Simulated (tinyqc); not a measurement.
# An infinitely deep well in a field (quantum-confined Stark shift), Airy functions: effects of single changes

Hard walls at x = -L/2 and +L/2; between them U(x) = -F x (eV, zero at the centre). C = hbar^2/(2 m0), e = (C F^2/m1)^(1/3), z1 = (F L/2 - E)/e at the left wall and z2 = (-F L/2 - E)/e at the right wall. Levels are the roots of D(E) = Ai(z1) Bi(z2) - Ai(z2) Bi(z1).

Inputs (values chosen for the exercise): mass m1 = 0.38 m0; well width L = 12.2 nm; field F = 0.0019 V/nm.

Constants: q = 1.602176634e-19 C, hbar = 1.054571817e-34 J s, m0 = 9.1093837015e-31 kg, hbar^2/(2 m0) = 0.0380998212 eV nm^2. Results are converted to the units shown.

Each table varies one quantity; the others keep the values above.

## The Stark shift against well width

Exact shifts E_n(F) - E_n(0) from the roots of D; <x> = -dE_1/dF. E_n(0) = C (n pi/L)^2/m1; second-order shift m1 F^2 L^4 (1 - 15/(pi n)^2)/(48 C pi^2 n^2).

The Stark shift against well width:
```
L (nm)	F L/E_1(0)	shift of level 1 (meV)	second order, 1 (meV)	shift of level 2 (meV)	second order, 2 (meV)	<x> of level 1 (nm)
6.6	0.5520	-0.07492	-0.07496	0.02231	0.02235	0.07882
8.4	1.138	-0.1962	-0.1967	0.05817	0.05866	0.2060
10.2	2.038	-0.4242	-0.4276	0.1242	0.1275	0.4430
12	3.318	-0.8023	-0.8192	0.2280	0.2443	0.8276
13.8	5.046	-1.368	-1.433	0.3653	0.4273	1.380
15.7	7.430	-2.191	-2.400	0.5156	0.7158	2.128
17.5	10.29	-3.174	-3.705	0.6028	1.105	2.944
19.3	13.80	-4.325	-5.482	0.5607	1.635	3.814
```

Read the table: what changes, and by how much?

The shift of level 1 falls from -0.0749 to -4.32 meV, as L^(3.99) between the first two rows and L^(3.16) between the last two (second order: power 4). Second order is 0.060 % above it in size in the first row and 27 % above it in the last. The shift of level 2 goes from 0.0223 through a maximum of 0.603 (at L = 17.5 nm among the rows listed) to 0.561 meV.

## The Stark shift against field

Same model as above.

The Stark shift against field:
```
F (V/nm)	F L/E_1(0)	shift of level 1 (meV)	second order, 1 (meV)	shift of level 2 (meV)	second order, 2 (meV)	<x> of level 1 (nm)
0.00043	0.7891	-0.04477	-0.04483	0.01331	0.01337	0.2080
0.00069	1.266	-0.1151	-0.1154	0.03407	0.03442	0.3325
0.0011	2.019	-0.2910	-0.2934	0.08524	0.08748	0.5250
0.0018	3.303	-0.7694	-0.7855	0.2187	0.2342	0.8379
0.0029	5.322	-1.938	-2.039	0.5112	0.6080	1.275
0.0047	8.625	-4.765	-5.356	1.034	1.597	1.834
0.0077	14.13	-11.25	-14.37	1.396	4.287	2.439
```

What does the table show?

The shift of level 1 falls from -0.0448 to -11.3 meV, as F^(2.00) between the first two rows and F^(1.74) between the last two (second order: power 2). Second order is 0.12 % above it in size in the first row and 28 % above it in the last. The shift of level 2 rises from 0.0133 to 1.40 meV.

tinyqc, about 0.02 s, one thread, Intel Xeon 2.30GHz (shared host): `OMP_NUM_THREADS=1 python tinyqc.py 2580003 2580004 out.jsonl`
